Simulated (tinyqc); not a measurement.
An infinitely deep well in a field (quantum-confined Stark shift), Airy functions: one step of the calculation.

Hard walls at x = -L/2 and +L/2; between them U(x) = -F x (eV, zero at the centre). C = hbar^2/(2 m0), e = (C F^2/m1)^(1/3), z1 = (F L/2 - E)/e at the left wall and z2 = (-F L/2 - E)/e at the right wall. Levels are the roots of D(E) = Ai(z1) Bi(z2) - Ai(z2) Bi(z1).

Task. Secant step for the level. Secant step from the last two trial energies, E_a the older and E_b the newer: next = E_b - D(E_b) (E_b - E_a)/(D(E_b) - D(E_a)).

Parameters, values chosen for the exercise:

| symbol | value | unit | meaning |
|---|---|---|---|
| m1 | 0.48 | m0 | mass |
| L | 19 | nm | well width |
| F | 0.00061 | V/nm | field |

Constants: q = 1.602176634e-19 C, hbar = 1.054571817e-34 J s, m0 = 9.1093837015e-31 kg, hbar^2/(2 m0) = 0.0380998212 eV nm^2. Results are converted to the units shown.

first trial energy = 0.0087 eV
second trial energy = 0.0086 eV

Give: D(E_a); D(E_b); third trial energy.

Result.

D(E_a) = 0.01134
D(E_b) = 0.01918
third trial energy = 0.008845 eV

tinyqc, about 0.03 s, one thread, Intel Xeon 2.30GHz (shared host): `OMP_NUM_THREADS=1 python tinyqc.py 2580128 2580129 out.jsonl`
